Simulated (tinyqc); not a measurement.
Raman shift of the zone-centre optical phonon of a diamond-structure crystal under stress: one step, computed by the program tinyqc. Command: `OMP_NUM_THREADS=1 python tinyqc.py 3026560 3026561 out.jsonl ramanstress walk`. One thread of a shared host (Intel(R) Xeon(R) Processor @ 2.30GHz), about 0.01 s of CPU time with the checks.

Axes x, y, z are the cube axes. Strain shifts the threefold optical mode and can split it; p, q and r are the phonon deformation potentials.

Task: Secular matrix and shifts. Secular matrix: M_xx = p eps_xx + q (eps_yy + eps_zz), M_xy = 2 r eps_xy; its eigenvalues are omega^2 - omega_0^2, and the shifts are these over 2 omega_0.

Inputs (values chosen for the exercise, modelled on silicon):

| quantity | value | unit |
|---|---|---|
| unstrained frequency omega_0 | 520.1 | 1/cm |
| p/omega_0^2 | -1.9 | - |
| q/omega_0^2 | -2.41 | - |
| r/omega_0^2 | -0.719 | - |

Stress state: uniaxial. Axis: [210].

strain (per mille):
```
          x          y          z
x  1.302364   0.583090   0.000000
y  0.583090  -0.038484   0.000000
z  0.000000   0.000000  -0.485433
```

Give: M/(2 omega_0); shifts, in rising order.

Result:

M/(2 omega_0) (1/cm):
```
          x         y         z
x  -0.31514  -0.21805   0.00000
y  -0.21805  -0.49297   0.00000
z   0.00000   0.00000  -0.55225
```

shifts, in rising order (1/cm): -0.63954  -0.55225  -0.16858
